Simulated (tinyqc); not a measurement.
How errors in the targets pass to the parameters: fitting sp3s* parameters to three gaps by Newton steps.

J:
```
           Esc     Vxapc     Vpaxc
Gamma  0.70024   0.00000   0.00000
X      0.00000  -0.85263   0.00000
L      0.39661  -0.23177  -0.13076
```

The gaps at Gamma, X and L of an sp3s* model are fitted with Esc, Vxapc and Vpaxc; J holds the derivatives of the gaps by these parameters at the start. The change of each parameter for +10 meV on one target is 10 J^-1, in meV.

Shifts (meV):
```
target raised   Esc  Vxapc  Vpaxc
Gamma          14.3    0.0   43.3
X               0.0  -11.7   20.8
L               0.0    0.0  -76.5
```

root sum of squares (meV): Esc 14.3, Vxapc 11.7, Vpaxc 90.3

Independent errors of 10 meV leave Vpaxc least certain (90 meV) and Vxapc best fixed (11.7 meV). The largest single entry, 76 meV, comes from the target at L.

Program tinyqc; command `OMP_NUM_THREADS=1 python tinyqc.py 1451034 1451035 out.jsonl`; about 0.1 s on one thread of a shared Intel(R) Xeon(R) Processor @ 2.30GHz.
